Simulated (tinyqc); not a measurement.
Thermal and gravitational stress in a wafer during furnace and rapid thermal processing, and the onset of slip: one step, computed by the program tinyqc.

A thin free disc in plane stress, isotropic; T(r) = T_centre + dT (r/R)^n with n = 2. Stress is positive in tension; sigma_SB = 5.670374419e-8 W/(m^2 K^4), g = 9.80665 m/s^2.

Problem. Resolved stress round the edge. At the edge the stress is uniaxial along the tangent d = (cos phi, sin phi, 0) of a (001) wafer; the Schmid factor is the largest |(d.n)(d.b)| over the twelve {111}<110> systems.

Inputs (values chosen for the exercise, modelled on silicon): edge less centre temperature dT = 2.6 K.

Temperature profile: parabolic.

hoop stress at the edge = -0.85813 MPa

Give: Schmid factor and resolved stress at phi = 0, 7.5, 15, 22.5, 30, 37.5 and 45 degrees from [100].

Solution.

Schmid factor and resolved stress at phi = 0, 7.5, 15, 22.5, 30, 37.5 and 45 degrees from [100]:
```
phi from [100] (degrees)  Schmid factor  resolved stress (MPa)
0.0                              0.4082                 0.3503
7.5                              0.4541                 0.3897
15.0                             0.4830                 0.4144
22.5                             0.4928                 0.4229
30.0                             0.4830                 0.4144
37.5                             0.4541                 0.3897
45.0                             0.4082                 0.3503
```

The factor is 1/sqrt(6) = 0.408 along <100> and <110> and peaks at 0.4928 at 22.5 degrees, so slip, if any, starts at eight places between these directions.
